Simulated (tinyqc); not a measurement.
Mirror strength against the number of periods: longitudinal sound in a periodic multilayer: transfer matrices, stop bands and folded phonons. Computed by tinyqc, a small Python program. Command: `OMP_NUM_THREADS=1 python tinyqc.py 3024757 3024758 out.jsonl multilayer walk`. One thread of a shared host (Intel(R) Xeon(R) Processor @ 2.30GHz), about 0.01 s of CPU time with the checks.

Layers 1 and 2 repeat with period d = d_1 + d_2; waves travel normal to the layers, without loss. State vector (u, s): displacement u and stress divided by omega. Impedances Z = rho v are in 1e6 kg/(m^2 s).

Inputs (values chosen for the exercise, modelled on aluminium (layer 1), tungsten (layer 2) and silicon (substrate)): density rho_1 = 2.68 g/cm^3; velocity v_1 = 6290 m/s; thickness d_1 = 338 nm; density rho_2 = 19.3 g/cm^3; velocity v_2 = 5160 m/s; thickness d_2 = 275 nm; substrate density = 2.3 g/cm^3; substrate velocity = 8340 m/s; frequency f = 3.84 GHz.

Method:
- Z = rho v; interface reflection r = (Z_2 - Z_1)/(Z_2 + Z_1) (stress amplitude, from 1 into 2); Bragg frequency f_B = 1/[2 (d_1/v_1 + d_2/v_2)]; long-wave velocity v_eff = d/sqrt[(d_1/v_1)^2 + (d_2/v_2)^2 + (Z_1/Z_2 + Z_2/Z_1)(d_1/v_1)(d_2/v_2)].
- A layer maps (u, s) by [[cos p, sin p/Z], [-Z sin p, cos p]], p = 2 pi f d_i/v_i; one period is M = M_2 M_1, and cos(q d) = trace(M)/2.
- For N periods A = M^N. A wave comes from a thick layer of material 1 and leaves into the substrate (Z_s): transmitted power T = 4 Z_1 Z_s/|Z_1 A_22 + Z_s A_11 - i (Z_1 Z_s A_12 - A_21)|^2, reflected power R = 1 - T.

Bragg frequency f_B = 4.67156 GHz

Z_2 = 99.588

Z_1 = 16.8572

Z of the substrate = 19.182

trace(M)/2 = -2.73086

Transmitted power:
```
N     T at f_B  T at f_B (dB)      T at f
1      0.12231        -9.1253     0.13142
2    0.0037300        -24.283   0.0050022
3   1.0707e-04        -39.703  1.8034e-04
4   3.0682e-06        -55.131  6.4887e-06
6   2.5192e-09        -85.987  8.3994e-09
8   2.0683e-12        -116.84  1.0873e-11
12  1.3943e-18        -178.56  1.8218e-17
16  9.3990e-25        -240.27  3.0527e-23
24  4.2712e-37        -363.69  8.5711e-35
```

What follows from these numbers?

At f_B each further period removes 15.43 dB at large N, which is 20 log10 of the impedance ratio, 15.43 dB, as for a quarter-wave stack; 99 % reflection needs N = 2 among these rows. At f, in a stop band, T decays as well. Values below about 1e-6 belong to the ideal stack: roughness and scattering into other modes, left out here, set a floor in a real one.
